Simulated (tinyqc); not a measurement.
Inside a calculation. Model: off-state leakage of single and stacked transistors.

Program tinyqc, `OMP_NUM_THREADS=1 python tinyqc.py 2242016 2242017 out.jsonl`; Intel Xeon 2.30GHz, shared host, one thread, about 0.03 s. Printed values are rounded.

n-channel devices of unit width. Subthreshold current I(Vg, Vs, Vd) = I0 (T/300 K)^0.5 exp[(Vg - Vs - VT(T) - gb (Vs - Vb) + dd (Vd - Vs))/(nf Vt)] (1 - exp(-(Vd - Vs)/Vt)), VT(T) = VT - cT (T - 300 K). Gate-edge tunnelling Ig (Vd/1 V) exp(ag (Vd - 1 V)), for a gate at 0 V, and band-to-band leakage Ab u exp(-Bb/u), u = Vd - Vb + 1 V, flow at a drain held at V; both are taken as independent of T. In a stack of off transistors (all gates at 0 V) the same subthreshold current passes through each.

Values chosen for this exercise; values of the order met in bulk silicon logic transistors:
- T = 378 K (temperature)
- V = 0.8 V (supply voltage)
- VT = 0.4 V (threshold at 300 K, zero drain and body bias)
- cT = 0.9 mV/K (fall of the threshold with temperature)
- I0 = 0.42 uA/um (current at threshold at 300 K)
- nf = 1.25 (slope factor)
- dd = 0.14 (drain-induced lowering per volt)
- gb = 0.13 (rise of the threshold per volt of source-body bias)
- Ig = 5e-6 uA/um (gate-edge tunnelling current at 1 V)
- ag = 4 1/V (exponential slope of the gate current)
- Ab = 1 uA/(um V) (prefactor of band-to-band leakage at the drain)
- Bb = 20 V (its exponential voltage)
- Vb = 0 V (body voltage)

Constants: q = 1.602176634e-19 C, kB = 1.380649e-23 J/K, Vt = kB T/q. Results are converted to the units shown.

## Leakage of one transistor

Vg = Vs = 0, Vd = V; effective threshold VT(T) - gb Vb - dd V.

effective threshold = 0.2178 V
parts (nA/um): subthreshold 2.24046, gate edge 0.00179732, band-to-band 0.0269016
total = 2.26916 nA/um
shares (%): subthreshold 98.7353, gate edge 0.0792063, band-to-band 1.18553

The subthreshold part is the largest.

## Starting value

Vx = dd V/(1 + gb + 2 dd), the solution for Vx well above Vt, rounded to three decimals.

Vx at the start = 0.079 V

## Iteration 1: new Vx

Stack of two, Vx the node between them: I_low = I(0, 0, Vx), I_up = I(0, Vx, V), f = ln(I_up/I_low), f' = -(1 + gb + 2 dd)/(nf Vt) - 1/(Vt (exp(Vx/Vt) - 1)) - 1/(Vt (exp((V - Vx)/Vt) - 1)), Vx(new) = Vx - f/f'.

I_low = 0.171187 nA/um
I_up = 0.190633 nA/um
f = 0.107594
f' = -37.6083 1/V
Vx after iteration 1 = 0.0818609 V

## Iteration 2: new Vx

As before.

I_low = 0.174289 nA/um
I_up = 0.174359 nA/um
f = 3.96650e-4
f' = -37.3358 1/V
Vx after iteration 2 = 0.0818715 V

## Iteration 3: new Vx

As before.

I_low = 0.174301 nA/um
I_up = 0.174301 nA/um
f = 5.10156e-9
f' = -37.3348 1/V
Vx after iteration 3 = 0.0818715 V

## Course of the iteration

Stop when the step is below 1e-11 V, or after 40 iterations.

Course of the iteration:
```
iteration	Vx before the step (V)	step (V)
1	0.079	2.86e-3
2	0.0818609	1.06e-5
3	0.0818715	1.37e-10
4	0.0818715	< 1e-15
```

Converged in 4 iterations. The subthreshold current of the stack is 0.1743 nA/um, 12.9 times less than that of one transistor (the drain leakage is unchanged); the estimate exp[dd V (1 + gb + dd)/((1 + gb + 2 dd) nf Vt)] gives 11.9.
